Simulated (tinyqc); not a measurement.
# Octagonal on-chip spiral inductor, lumped pi model: quality factor against frequency

Outer diameter do = di + 2 n wd + 2 (n - 1) sp, mean da = (do + di)/2, fill p = (do - di)/(do + di), length l = 3.314 n da. L = 2.25 mu0 n^2 da/(1 + 3.55 p), mu0 = 4 pi 1e-7 H/m. Rs = rho l/(wd delta (1 - exp(-th/delta))), delta = sqrt(rho/(pi f mu0)). Cs = n wd^2 eps0 eo/hu across the coil. At each end Cox = l wd eps0 eo/(2 ho) leads to the substrate branch Rsi = 2 rs he/(l wd) in parallel with Csi = l wd eps0 11.7/(2 he). With one end grounded Y = 1/(Rs + i w L) + i w Cs + 1/[1/(i w Cox) + 1/(1/Rsi + i w Csi)], w = 2 pi f; Q = -Im Y/Re Y. Eddy currents in neighbouring turns and in the substrate are left out.

Apparent inductance Im(1/Y)/w; share of the loss Re(substrate branch)/Re Y.

Parameters, values chosen for the exercise; values of the order met in silicon radio-frequency processes:
- n = 6.5 (number of turns)
- wd = 4 um (line width)
- sp = 2 um (space between turns)
- di = 60 um (inner diameter)
- th = 2 um (metal thickness)
- rho = 2.2 uohm cm (metal resistivity)
- ho = 8 um (oxide below the coil)
- hu = 1.3 um (oxide between coil and underpass)
- eo = 3.9 (relative permittivity of the oxide)
- rs = 1000 ohm cm (substrate resistivity)
- he = 80 um (effective spreading depth in the substrate)

Constants: eps0 = 8.8541878128e-12 F/m. Results are converted to the units shown.

Quality factor against frequency:
```
f (GHz)	Rs (ohm)	w L/Rs	Q	apparent inductance (nH)	loss in the substrate (%)
0.45	7.5327	1.8476	1.8467	4.9230	0.010212
0.74	8.0921	2.8282	2.8252	4.9252	0.022451
1.2	8.8191	4.2082	4.1974	4.9310	0.050929
2	9.8599	6.2733	6.2310	4.9479	0.12280
3.2	11.160	8.8678	8.7201	4.9898	0.27393
5.3	13.065	12.546	11.992	5.1138	0.63557
8.7	15.645	17.199	15.222	5.4775	1.4149
14	19.014	22.772	16.258	6.6779	2.9630
23	23.756	29.944	8.0715	16.891	6.1834
```

What does the table show?

Q goes from 1.85 through a maximum of 16.3 (at f = 14 GHz among the rows listed) to 8.07; the exact peak is 16.4 at 12.6 GHz and Q reaches zero at the self-resonance, 27.2 GHz. The share of the substrate rises from 0.0102 to 6.18 %, and the apparent inductance ends at 3.43 times L. At the peak the substrate takes 2.51 % of the loss. For f = 14, 23 the coil is longer than 0.15 of a wavelength in the oxide, where one lumped section is rough.

Numbers from tinyqc (`OMP_NUM_THREADS=1 python tinyqc.py 2302187 2302188 out.jsonl`; about 0.01 s on one thread of a shared Intel Xeon 2.30GHz).
